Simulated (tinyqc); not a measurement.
Raising U: Hubbard chain of 4 sites, mean field against exact. Computed by the program tinyqc. Command: `OMP_NUM_THREADS=1 python tinyqc.py 115461 115462 out.jsonl`; one thread of a shared host (Intel(R) Xeon(R) Processor @ 2.60GHz), about 7 s.

one-body matrix (hopping and site energies) (eV):
```
,1,2,3,4
1,0.0000,-1.5200,0.0000,0.0000
2,-1.5200,0.0000,-1.5200,0.0000
3,0.0000,-1.5200,0.0000,-1.5200
4,0.0000,0.0000,-1.5200,0.0000
```

electrons, up and down: 2  2

Collinear unrestricted mean field (the lowest of 40 random starts) against exact diagonalisation.

Exact and mean-field results (eV):
```
U,U/t,E exact,E mean field,mean |n_up - n_down|,"double occupancy, exact",first gap in the sector
0.760,0.500,-6.07709,-6.03765,0.000,0.224,1.668
1.520,1.000,-5.43456,-5.27765,0.000,0.199,1.488
3.040,2.000,-4.37143,-3.79550,0.393,0.152,1.199
4.560,3.000,-3.56809,-2.79983,0.697,0.114,0.983
6.080,4.000,-2.96878,-2.18017,0.820,0.085,0.821
9.120,6.000,-2.17654,-1.49112,0.918,0.049,0.604
12.160,8.000,-1.69810,-1.12795,0.953,0.031,0.472
18.240,12.000,-1.16746,-0.75646,0.979,0.015,0.325
30.400,20.000,-0.71230,-0.45524,0.993,0.006,0.198
```

In absolute terms mean field is worst at U/t = 4.0, 0.789 eV too high: at small U it is nearly exact, and at large U it misses only exchange-scale energies. Its local moments set in at U/t = 2.0 of those listed, a broken symmetry that the exact state of a finite cluster with equal spins does not have. Relative to the exact energy its error is 0.6 % at the smallest U, 36 % at most and 36 % at the largest. The double occupancy falls from 0.224 to 0.006; at the largest U the first gap is 0.65 times the exchange scale 4t^2/U.
